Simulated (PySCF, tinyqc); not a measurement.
Worked calculation: CIS on RHF in the 6-31g basis, for H3-, spin multiplicity 1. The basis has no diffuse functions, so it cannot describe the extra electron: this is an exercise in the method, not the real anion. The lowest restricted solution is unstable here: a spin-polarised one lies 0.0603 hartree lower (PySCF). One step of it, computed by the program tinyqc.

Task: Integrals over molecular orbitals. (pq|rs) = sum C_ip C_jq C_kr C_ls (ij|kl), one index at a time.

coefficients C:
```
            MO1        MO2        MO3        MO4        MO5        MO6
1H 1s  0.248409  -0.000175   0.178494   1.158011  -0.642779   0.010383
1H 2s  0.318146  -0.000763   1.218559  -1.078337   0.925865  -0.015773
2H 1s  0.189809   0.198441  -0.104470   0.433609   0.816572  -0.950940
2H 2s  0.202872   0.990731  -0.654061  -0.181260  -0.794280   1.153941
3H 1s  0.190083  -0.198130  -0.104810   0.435979   0.851505   0.918652
3H 2s  0.203346  -0.989440  -0.656510  -0.184371  -0.836948  -1.123099
```

core Hamiltonian H = T + V (hartree):
```
           1H 1s      1H 2s      2H 1s      2H 2s      3H 1s      3H 2s
1H 1s  -1.169038  -1.079856  -0.401634  -0.655403  -0.402051  -0.655675
1H 2s  -1.079856  -1.239487  -0.650534  -0.953876  -0.650847  -0.954121
2H 1s  -0.401634  -0.650534  -1.150116  -1.067860  -0.355155  -0.619229
2H 2s  -0.655403  -0.953876  -1.067860  -1.227271  -0.619271  -0.925338
3H 1s  -0.402051  -0.650847  -0.355155  -0.619271  -1.150283  -1.067966
3H 2s  -0.655675  -0.954121  -0.619229  -0.925338  -1.067966  -1.227376
```

Two-electron integrals (ij|kl) in chemists' order, unique and non-zero (hartree):
```
(11|11) 1.076566   (21|11) 0.578470   (21|21) 0.329423   (22|11) 0.587396
(22|21) 0.361304   (22|22) 0.453150   (31|11) 0.124172   (31|21) 0.073500
(31|22) 0.085244   (31|31) 0.024563   (32|11) 0.183997   (32|21) 0.116231
(32|22) 0.152410   (32|31) 0.043268   (32|32) 0.091941   (33|11) 0.452700
(33|21) 0.293761   (33|22) 0.407099   (33|31) 0.124172   (33|32) 0.296401
(33|33) 1.076566   (41|11) 0.296401   (41|21) 0.170204   (41|22) 0.189160
(41|31) 0.043268   (41|32) 0.070592   (41|33) 0.183997   (41|41) 0.091941
(42|11) 0.358934   (42|21) 0.223592   (42|22) 0.288596   (42|31) 0.063784
(42|32) 0.125070   (42|33) 0.358934   (42|41) 0.125070   (42|42) 0.208494
(43|11) 0.293761   (43|21) 0.189283   (43|22) 0.260467   (43|31) 0.073500
(43|32) 0.170204   (43|33) 0.578470   (43|41) 0.116231   (43|42) 0.223592
(43|43) 0.329423   (44|11) 0.407099   (44|21) 0.260467   (44|22) 0.358825
(44|31) 0.085244   (44|32) 0.189160   (44|33) 0.587396   (44|41) 0.152410
(44|42) 0.288596   (44|43) 0.361304   (44|44) 0.453150   (51|11) 0.124348
(51|21) 0.073601   (51|22) 0.085356   (51|31) 0.018998   (51|32) 0.031739
(51|33) 0.081690   (51|41) 0.040277   (51|42) 0.057313   (51|43) 0.052386
(51|44) 0.070361   (51|51) 0.024625   (52|11) 0.184132   (52|21) 0.116312
(52|22) 0.152503   (52|31) 0.031720   (52|32) 0.059942   (52|33) 0.161581
(52|41) 0.064827   (52|42) 0.107455   (52|43) 0.103716   (52|44) 0.141349
(52|51) 0.043344   (52|52) 0.092027   (53|11) 0.073150   (53|21) 0.046691
(53|22) 0.061972   (53|31) 0.016660   (53|32) 0.034534   (53|33) 0.104948
(53|41) 0.028169   (53|42) 0.049818   (53|43) 0.062421   (53|44) 0.072960
(53|51) 0.016678   (53|52) 0.034547   (53|53) 0.018238   (54|11) 0.159090
(54|21) 0.101671   (54|22) 0.136971   (54|31) 0.030213   (54|32) 0.060308
(54|33) 0.168678   (54|41) 0.058250   (54|42) 0.102027   (54|43) 0.106983
(54|44) 0.141626   (54|51) 0.038441   (54|52) 0.085068   (54|53) 0.035035
(54|54) 0.082192   (55|11) 0.452858   (55|21) 0.293855   (55|22) 0.407190
(55|31) 0.081615   (55|32) 0.161525   (55|33) 0.434833   (55|41) 0.165802
(55|42) 0.294744   (55|43) 0.282989   (55|44) 0.396508   (55|51) 0.124348
(55|52) 0.296546   (55|53) 0.104948   (55|54) 0.279491   (55|55) 1.076566
(61|11) 0.296546   (61|21) 0.170287   (61|22) 0.189250   (61|31) 0.040242
(61|32) 0.064812   (61|33) 0.165823   (61|41) 0.089800   (61|42) 0.120721
(61|43) 0.106154   (61|44) 0.143617   (61|51) 0.043344   (61|52) 0.070669
(61|53) 0.028180   (61|54) 0.062040   (61|55) 0.184132   (61|61) 0.092027
(62|11) 0.359062   (62|21) 0.223670   (62|22) 0.288691   (62|31) 0.057258
(62|32) 0.107426   (62|33) 0.294775   (62|41) 0.120706   (62|42) 0.194760
(62|43) 0.187497   (62|44) 0.254434   (62|51) 0.063881   (62|52) 0.125168
(62|53) 0.049829   (62|54) 0.114697   (62|55) 0.359062   (62|61) 0.125168
(62|62) 0.208613   (63|11) 0.159054   (63|21) 0.101651   (63|22) 0.136952
(63|31) 0.038392   (63|32) 0.085029   (63|33) 0.279491   (63|41) 0.062003
(63|42) 0.114662   (63|43) 0.160610   (63|44) 0.178701   (63|51) 0.030243
(63|52) 0.060330   (63|53) 0.035035   (63|54) 0.061957   (63|55) 0.168678
(63|61) 0.058263   (63|62) 0.102042   (63|63) 0.082192   (64|11) 0.291155
(64|21) 0.184803   (64|22) 0.249454   (64|31) 0.055782   (64|32) 0.116368
(64|33) 0.343862   (64|41) 0.105480   (64|42) 0.189193   (64|43) 0.214421
(64|44) 0.277407   (64|51) 0.055847   (64|52) 0.116418   (64|53) 0.053189
(64|54) 0.113950   (64|55) 0.343862   (64|61) 0.105526   (64|62) 0.189238
(64|63) 0.113950   (64|64) 0.194729   (65|11) 0.293855   (65|21) 0.189338
(65|22) 0.260521   (65|31) 0.052335   (65|32) 0.103678   (65|33) 0.282989
(65|41) 0.106137   (65|42) 0.187474   (65|43) 0.182947   (65|44) 0.254256
(65|51) 0.073601   (65|52) 0.170287   (65|53) 0.062421   (65|54) 0.160610
(65|55) 0.578470   (65|61) 0.116312   (65|62) 0.223670   (65|63) 0.106983
(65|64) 0.214421   (65|65) 0.329423   (66|11) 0.407190   (66|21) 0.260521
(66|22) 0.358880   (66|31) 0.070287   (66|32) 0.141293   (66|33) 0.396508
(66|41) 0.143579   (66|42) 0.254392   (66|43) 0.254256   (66|44) 0.352333
(66|51) 0.085356   (66|52) 0.189250   (66|53) 0.072960   (66|54) 0.178701
(66|55) 0.587396   (66|61) 0.152503   (66|62) 0.288691   (66|63) 0.141626
(66|64) 0.277407   (66|65) 0.361304   (66|66) 0.453150
```

Give: one-electron integrals over orbitals h = C^T H C; Two-electron integrals over orbitals.

Result:

one-electron integrals over orbitals h = C^T H C (hartree):
```
         1        2        3        4        5        6
1  -1.5269  -0.0001   0.0312  -0.1862  -0.0881   0.0018
2  -0.0001  -1.0069   0.0000   0.0003   0.0042   0.2418
3   0.0312   0.0000  -0.9762  -0.0977   0.2433  -0.0042
4  -0.1862   0.0003  -0.0977  -0.2748   0.0028  -0.0001
5  -0.0881   0.0042   0.2433   0.0028  -0.2691   0.0001
6   0.0018   0.2418  -0.0042  -0.0001   0.0001  -0.2624
```

Two-electron integrals over orbitals (pq|rs), unique and non-zero (hartree):
```
(11|11) 0.5112      (21|11) -8.35e-05   (21|21) 0.0869      (22|11) 0.4079
(22|21) 2.02e-04    (22|22) 0.4117      (31|11) 0.0159      (31|21) 2.14e-05
(31|22) -0.0489     (31|31) 0.0952      (32|11) 3.07e-05    (32|21) -0.0507
(32|22) -8.60e-05   (32|31) -1.04e-04   (32|32) 0.0448      (33|11) 0.4142
(33|21) -1.22e-04   (33|22) 0.3422      (33|31) 0.0290      (33|32) 5.23e-05
(33|33) 0.3866      (41|11) 0.1007      (41|21) -8.66e-05   (41|22) 0.0404
(41|31) 0.0278      (41|32) 1.90e-05    (41|33) 0.0612      (41|41) 0.0760
(42|11) -1.61e-04   (42|21) -0.0048     (42|22) -1.09e-04   (42|31) 8.95e-06
(42|32) 0.0012      (42|33) -8.72e-05   (42|41) -1.10e-04   (42|42) 0.0147
(43|11) 0.0459      (43|21) 7.62e-06    (43|22) 0.0175      (43|31) 0.0149
(43|32) -1.88e-05   (43|33) 0.0279      (43|41) 0.0443      (43|42) -1.02e-05
(43|43) 0.0469      (44|11) 0.4709      (44|21) -2.25e-04   (44|22) 0.3356
(44|31) 0.0893      (44|32) 3.71e-05    (44|33) 0.4069      (44|41) 0.1231
(44|42) -1.27e-04   (44|43) 0.0695      (44|44) 0.5371      (51|11) 0.0226
(51|21) -0.0009     (51|22) 0.0518      (51|31) -0.0552     (51|32) 0.0006
(51|33) -4.13e-04   (51|41) -0.0135     (51|42) -3.61e-04   (51|43) -0.0329
(51|44) -0.0418     (51|51) 0.0700      (52|11) -0.0019     (52|21) 0.0381
(52|22) -0.0014     (52|31) 0.0007      (52|32) -0.0204     (52|33) -0.0010
(52|41) -0.0007     (52|42) 0.0151      (52|43) 9.07e-05    (52|44) -0.0010
(52|51) -0.0020     (52|52) 0.0465      (53|11) -0.1037     (53|21) 0.0006
(53|22) -0.0557     (53|31) -0.0190     (53|32) -2.94e-04   (53|33) -0.0608
(53|41) -0.0563     (53|42) 2.55e-04    (53|43) -0.0237     (53|44) -0.1065
(53|51) -0.0085     (53|52) 0.0015      (53|53) 0.0582      (54|11) -0.0360
(54|21) -0.0011     (54|22) 0.0354      (54|31) -0.0867     (54|32) 0.0007
(54|33) -0.0413     (54|41) -0.0515     (54|42) 7.21e-06    (54|43) -0.0393
(54|44) -0.1232     (54|51) 0.0674      (54|52) -0.0012     (54|53) 0.0286
(54|54) 0.1072      (55|11) 0.4800      (55|21) -0.0039     (55|22) 0.4149
(55|31) -0.0231     (55|32) 0.0026      (55|33) 0.3933      (55|41) 0.1000
(55|42) -0.0006     (55|43) 0.0419      (55|44) 0.4330      (55|51) 0.0501
(55|52) -0.0050     (55|53) -0.1002     (55|54) -4.42e-04   (55|55) 0.5046
(61|11) -4.64e-04   (61|21) -0.0490     (61|22) -0.0011     (61|31) 0.0009
(61|32) 0.0315      (61|33) 3.21e-06    (61|41) 2.52e-04    (61|42) -0.0173
(61|43) 4.97e-04    (61|44) 0.0007      (61|51) -1.14e-04   (61|52) -0.0497
(61|53) -4.92e-04   (61|54) -3.69e-04   (61|55) 0.0024      (61|61) 0.0599
(62|11) -0.1040     (62|21) -0.0008     (62|22) -0.0829     (62|31) 0.0329
(62|32) 4.00e-04    (62|33) -0.0569     (62|41) -0.0373     (62|42) -2.19e-04
(62|43) 0.0013      (62|44) -0.0554     (62|51) -0.0563     (62|52) 0.0006
(62|53) 0.0479      (62|54) -0.0294     (62|55) -0.1274     (62|61) 0.0021
(62|62) 0.0872      (63|11) 0.0017      (63|21) 0.0314      (63|22) 0.0010
(63|31) 3.82e-04    (63|32) -0.0151     (63|33) 0.0010      (63|41) 0.0009
(63|42) 0.0088      (63|43) 4.15e-04    (63|44) 0.0018      (63|51) -0.0005
(63|52) 0.0328      (63|53) -4.79e-04   (63|54) -0.0010     (63|55) -3.14e-04
(63|61) -0.0354     (63|62) -0.0015     (63|63) 0.0265      (64|11) 0.0007
(64|21) -0.0541     (64|22) -0.0006     (64|31) 0.0013      (64|32) 0.0312
(64|33) 0.0008      (64|41) 0.0009      (64|42) 0.0008      (64|43) 0.0006
(64|44) 0.0022      (64|51) -3.65e-04   (64|52) -0.0301     (64|53) -0.0010
(64|54) -0.0009     (64|55) 0.0030      (64|61) 0.0369      (64|62) 0.0010
(64|63) -0.0243     (64|64) 0.0409      (65|11) -1.18e-04   (65|21) -0.1050
(65|22) 3.20e-04    (65|31) -0.0009     (65|32) 0.0694      (65|33) -2.85e-04
(65|41) -3.58e-04   (65|42) -0.0123     (65|43) -0.0006     (65|44) -0.0009
(65|51) 0.0026      (65|52) -0.0720     (65|53) -0.0010     (65|54) 0.0027
(65|55) 0.0065      (65|61) 0.0903      (65|62) 0.0010      (65|63) -0.0538
(65|64) 0.0788      (65|65) 0.1717      (66|11) 0.4648      (66|21) 0.0041
(66|22) 0.4460      (66|31) -0.0713     (66|32) -0.0026     (66|33) 0.3670
(66|41) 0.0699      (66|42) 2.86e-04    (66|43) 0.0094      (66|44) 0.3635
(66|51) 0.1021      (66|52) 7.00e-05    (66|53) -0.0925     (66|54) 0.0649
(66|55) 0.5074      (66|61) -0.0054     (66|62) -0.1516     (66|63) 0.0037
(66|64) -0.0040     (66|65) -0.0057     (66|66) 0.5643
```
